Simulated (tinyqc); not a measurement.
What moves the results: special k points of the hexagonal lattice. A value that a table varies takes the place of the one given here.

Lattice vectors in units of a: a1 = (1, 0), a2 = (-1/2, sqrt(3)/2); reciprocal vectors b_i with a_i . b_j = 2 pi delta_ij. Mesh: k = sum_i f_i b_i with f_i = (2 j_i + shift)/(2 N), j_i = 0 .. N-1. The point group of the lattice has 12 operations; only those that map the mesh onto itself are used.

A_m(k) = sum over the m-th star of lattice vectors R of cos(k . R), stars in order of length: m = 1: |R|^2 = 1, 6 vectors, such as (1, 1) in the basis a_i; m = 2: |R|^2 = 3, 6 vectors, such as (2, 1) in the basis a_i; m = 3: |R|^2 = 4, 6 vectors, such as (2, 2) in the basis a_i; m = 4: |R|^2 = 7, 12 vectors, such as (3, 2) in the basis a_i; m = 5: |R|^2 = 9, 6 vectors, such as (3, 3) in the basis a_i; m = 6: |R|^2 = 12, 6 vectors, such as (4, 2) in the basis a_i. The zone mean of every A_m is zero.

Test function, the lower band of a two-band insulator: E(k) = -sqrt(D^2 + (e0 - t A_1(k))^2).

Inputs chosen for the exercise: D = 1.06 eV (half gap term); t = 0.84 eV (coupling); e0 = 2.98 eV (offset); N = 6 (points along each reciprocal vector); shift = 0 (half steps).

## Mesh size and shift

Errors of the mean of E against the unshifted mesh with N = 96. The fifth column is |R|^2 of the shortest star with a non-zero mean.

Meshes:
```
mesh        points  irreducible  operations  |R|^2 missed  error (meV)
2 Gamma          4            2          12          4.00     -683.542
2 shifted        4            2           4          4.00      251.708
3 Gamma          9            3          12          9.00     -130.818
3 shifted        9            4           4          9.00       43.964
4 Gamma         16            4          12         16.00       17.896
4 shifted       16            6           4         16.00       -7.549
5 Gamma         25            5          12         25.00       27.015
5 shifted       25            9           4         25.00       -8.173
6 Gamma         36            7          12         36.00        0.269
6 shifted       36           12           4         36.00       -0.429
8 Gamma         64           10          12           >36       -1.188
8 shifted       64           20           4           >36        0.358
10 Gamma       100           14          12           >36        0.624
10 shifted     100           30           4           >36       -0.210
```

reference mean = -3.47992 eV

What does this show, and why?

The shifted mesh has the smaller error for 6 of 7 values of N and the larger for 1. The cheapest mesh within 1 meV is 6 Gamma, with 7 irreducible points, but a larger mesh of the same type misses again, so this is a chance hit. A mesh misses the lattice vectors N (n1 a1 + n2 a2 + ...); the half shift gives each the sign (-1)^(n1 + n2 + ...), so the 6 shortest ones add up to -2 in place of 6. The shift lowers the symmetry; it leaves more irreducible points for N = 3, 4, 5, 6, 8 and 10.

## Gap and mesh density

D takes the values listed; errors against the unshifted mesh with N = 192, for unshifted meshes.

Errors (meV):
```
D (eV)  reference (eV)     N = 2   N = 4   N = 6    N = 8
0.2            -3.2437  -771.953  -2.568   9.408  -12.277
0.4            -3.2766  -755.889   4.483   7.203   -7.862
0.8            -3.3850  -713.624  14.849   2.111   -2.660
1.5            -3.6758  -632.819  18.525  -0.927   -0.222
2.5            -4.2465  -529.503  12.753  -0.752    0.045
4.0            -5.3186  -412.241   5.639  -0.202    0.009
```

How do the results move?

The first listed N from which the error stays below 0.5 meV is none for D = 0.2, none for D = 0.4, none for D = 0.8, 8 for D = 1.5, 8 for D = 2.5, 6 for D = 4 eV. A larger D makes the function smoother, so its Fourier coefficients fall faster with |R|; single entries change sign along a column, so a small error on one coarse mesh can be a cancellation.

## What moves the zone average

Mean of E over the mesh, and its error against the unshifted mesh with N = 96. Each row changes one parameter from the base and keeps the others.

Results:
```
case          mean (eV)  error (meV)  irreducible points
base            -3.4796         0.27                   7
N = 7           -3.4856        -5.67                   8
shift = 1       -3.4803        -0.43                  12
D = 0.742 eV    -3.3635         2.69                   7
t = 1.092 eV    -3.8316       -26.78                   7
```

What does this show?

The largest shifts from the base row, up to three for each result and ties (the steps differ in size, so this ranks the rows, not the parameters). mean (eV): t -0.3520, D +0.1161, N -0.0059. error (meV): t -27.05, N -5.94, D +2.42. irreducible points: shift +5, N +1; unchanged at the printed digits by D and t.

Run: tinyqc, `OMP_NUM_THREADS=1 python tinyqc.py 1652686 1652687 out.jsonl`; Intel(R) Xeon(R) Processor @ 2.30GHz, one thread, shared host; about 0.2 s of CPU time with all checks.
